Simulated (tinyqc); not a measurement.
Against voltage: leakage through a gate insulator: direct, Fowler-Nordheim, trap-assisted and Poole-Frenkel currents. Computed by tinyqc, a small Python program. Command: `OMP_NUM_THREADS=1 python tinyqc.py 3030162 3030163 out.jsonl oxideleak walk`. One thread of a shared host (Intel(R) Xeon(R) Processor @ 2.30GHz), about 0.01 s of CPU time with the checks.

Electrons enter from the cathode Fermi level at x = 0; the conduction band of the insulator lies phi_b - e F x above it, F = V/t. WKB exponents use a parabolic band with mass m.

Inputs (values chosen for the exercise, with an insulator like HfO2):
```
quantity                     value   unit
thickness t                    7.8     nm
barrier phi_b                 1.46     eV
tunnelling mass m             0.22    m_0
static constant eps_ox        21.6      -
trap depth phi_t                 1     eV
trap density N_t           3.7e+18  cm^-3
attempt rate nu_0            2e+12    1/s
activation of capture E_a    0.096     eV
temperature T                  200      K
```

Constants: e = 1.602176634e-19 C; hbar = 1.054571817e-34 J s; hbar^2/(2 m_0) = 3.80998212 eV angstrom^2; k_B = 8.617333262e-05 eV/K.

Method:
- For a level a distance phi(x) below the band, the WKB exponent is 2 int kappa dx with kappa = sqrt(m phi/(hbar^2/2m_0)); for a linear barrier from phi_1 down to phi_2 = max(phi_1 - e F d, 0) it is G = (4/3) sqrt(m/(hbar^2/2m_0)) (phi_1^(3/2) - phi_2^(3/2))/(e F).
- J_tun = e^3 F^2/(16 pi^2 hbar m phi_b) x exp(-G) / [1 - sqrt(phi_2/phi_b)]^2 with the free-electron mass in the cathode (m in m_0), phi_2 = max(phi_b - e V, 0): direct tunnelling for e V < phi_b, Fowler-Nordheim above. Image forces, back-flow and the limit on supply are left out, so J_tun is overstated below about 0.5 V.
- A trap at depth x lies phi_t below the band. Capture: tunnel at the cathode Fermi level from 0 to x (G_in from phi_1 = phi_b), rate nu_0 exp(-G_in - E_c/k_B T) with E_c = E_a + max(phi_b - phi_t - e F x, 0), the last term being the height of the trap above the cathode Fermi level. Emission: tunnel from the trap level to the anode (G_out from phi_1 = phi_t over t - x), rate nu_0 exp(-G_out - E_a/k_B T). Re-emission to the cathode follows from detailed balance, rate_back = rate_in exp(dE/k_B T) with dE = phi_b - phi_t - e F x. Each trap passes R = rate_in rate_out/(rate_in + rate_back + rate_out) electrons per second; filling from the anode is left out.
- J_TAT = e N_t int_0^t R dx by the midpoint rule on 400 intervals; the most effective depth is the midpoint with the largest R, rounded to 0.01 nm.

Currents:
```
V (V)  F (MV/cm)  J_tun (A/cm^2)  J_TAT (A/cm^2)  best depth (nm)
0.94       1.205      3.9153e-09      3.2070e-07             3.81
1.89       2.423      2.0859e-03      5.7516e-04             2.12
2.85       3.654      1.2259e+01      3.5404e-02             1.39
3.80       4.872      1.0421e+03      2.7656e-01             1.04
4.76       6.103      1.6972e+04      1.0749e+00             0.83
5.71       7.321      1.1403e+05      2.9690e+00             0.69
6.67       8.551      4.7274e+05      6.7247e+00             0.59
7.62       9.769      1.4066e+06      1.2913e+01             0.52
8.58      11.000      3.4070e+06      2.2083e+01             0.46
```

What follows from these numbers?

The larger current changes between 0.94 and 1.89 V (to J_tun). Over the range J_tun grows by 14.9 decades and J_TAT by 7.8. The best depth moves towards the cathode as the field rises. The highest rows may lie beyond breakdown.

Extremes, crossings and ranges named in words are read from the listed rows.
